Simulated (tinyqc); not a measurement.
# Worked calculation: double-gate transistor, scale length and short-channel effects

Program tinyqc, `OMP_NUM_THREADS=1 python tinyqc.py 2420092 2420093 out.jsonl`; Intel Xeon 2.30GHz, shared host, one thread, about 0.01 s. Printed values are rounded.

A body of thickness ts between two insulators of thickness ti and two tied gates. Below threshold the potential that source and drain add obeys Laplace's equation and vanishes on the gate. Its lowest mode decays along the channel as exp(-k y); k is the smallest positive root of the matching condition at the interface, and the scale length is Lambda = pi/k.

Parameters, values chosen for the exercise; permittivities: semiconductor close to that of gallium nitride, insulator close to that of hafnium oxide: temperature T = 300 K; relative permittivity of the semiconductor eps_r = 9.64; relative permittivity of the insulator ei = 21.8; insulator thickness ti = 4.1 nm; body thickness ts = 8.2 nm; channel length L = 29 nm; potential of the source Vbi = 0.95 V; potential of the barrier top at threshold sT = 0.55 V; long-channel threshold VTL = 0.36 V; long-channel body factor m = 1; drain voltage Vds = 0.8 V.

Constants: q = 1.602176634e-19 C, kB = 1.380649e-23 J/K, Vt = kB T/q. Results are converted to the units shown.

## Scan of the matching condition

k, point 0 to 7 (1/nm): 0.04625  0.0925  0.13875  0.185  0.23125  0.2775  0.32375  0.37

f(k) = ei cos(k ti) cos(k ts/2) - eps_r sin(k ti) sin(k ts/2).

f(k), point 0 to 7: 20.6830  17.4907  12.6767  6.9253  1.0537  -4.1035  -7.8136  -9.5491

The first change of sign lies between k = 0.23125 and 0.2775 1/nm.

## Iteration 1: decay constant by Newton steps

k at the start = 0.2775 1/nm

f(k) = ei cos(k ti) cos(k ts/2) - eps_r sin(k ti) sin(k ts/2); f' by a central difference with +/- 1e-5 1/nm; k(new) = k - f/f'.

f = -4.10354
f' = -98.1995 nm
k after iteration 1 = 0.235712 1/nm

## Iteration 2: decay constant by Newton steps

As before.

f = 0.512195
f' = -120.548 nm
k after iteration 2 = 0.239961 1/nm

## Course of the iteration: decay constant by Newton steps

Stop when k changes by less than 1e-10 1/nm, or after 30 iterations.

Course of the iteration:
```
iteration  k (1/nm)  |change| (1/nm)
1          0.235712           0.0418
2          0.239961          4.25e-3
3          0.239990          2.93e-5
4          0.239990          1.48e-9
5          0.239990          < 1e-14
```

Converged in 5 iterations. At the end the number of correct digits about doubles with each step.

## Scale length against simple estimates

k = 0.239990 1/nm

Lambda = pi/k and l = 1/k. A parabolic potential across the structure gives l(parabolic) = sqrt((eps_r/(2 ei)) ts ti (1 + ei ts/(4 eps_r ti))).

Lambda = 13.0905 nm
l = 4.16683 nm
l(parabolic) = 3.97975 nm

The parabolic estimate is 4.5 % below l.

## Threshold shift, barrier position and swing

Along the channel psi(y) = s + a exp(y/l) + b exp(-y/l) with psi(0) = Vbi, psi(L) = Vbi + Vds and l = 1/k = Lambda/pi; with A = Vbi - s, B = A + Vds, x = exp(-L/l): a = (B - A x) x/(1 - x^2), b = (A - B x)/(1 - x^2). The minimum is s + 2 sqrt(a b), at y = (l/2) ln(b/a). The long-channel potential follows the gate as s = sT + (Vg - VTL)/m, and the threshold VT is the gate voltage at which the minimum equals sT. Swing = m Vt ln 10/g at threshold, g = d(minimum)/ds = 1 - (b x + a)/((1 + x) sqrt(a b)).

s at threshold = 0.504141 V
a = 0.00118237 V
b = 0.444677 V
position of the minimum = 12.3543 nm
VT = 0.314141 V
swing = 64.0007 mV/decade

The threshold lies 45.9 mV below the long-channel value, and the barrier top sits at 0.43 L from the source.
